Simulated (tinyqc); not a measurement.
The integration grid: Kohn-Sham R2SCAN on finer and finer grids in the sto-3g basis, for H4, spin multiplicity 1. Computed by the program tinyqc with PySCF. Self-consistent on each grid; the net force on the molecule should vanish.

Geometry (angstrom):
```
atom,x,y,z
H,0.0000,0.0000,0.0000
H,0.0000,0.0000,1.0710
H,0.0000,0.0000,2.4320
H,0.0000,0.0000,3.5030
```

Kohn-Sham energy on Becke grids (radial x angular points per atom):
```
grid,points,residual of the electron count,E (hartree),E - finest (mhartree),largest net force without grid terms (hartree/bohr)
10 x 14,542,2.13e-02,-2.203324,-2.021654,3.89e-16
15 x 26,1532,5.57e-03,-2.204339,-3.036720,2.65e-17
20 x 50,3960,1.29e-04,-2.201272,0.031090,1.94e-16
30 x 86,10264,4.21e-05,-2.201298,0.004181,1.39e-16
50 x 194,38704,1.38e-08,-2.201303,-0.000622,4.72e-16
75 x 302,90458,-1.46e-09,-2.201303,0.000078,8.05e-16
120 x 590,282560,-2.42e-11,-2.201303,0.000000,4.72e-16
```

What does the comparison show, and why?

The energy is within 0.1 mhartree of the finest grid first at 20 x 50. The error has both signs, since quadrature is not variational. The net force vanishes by symmetry here, so only the electron count signals a poor grid.
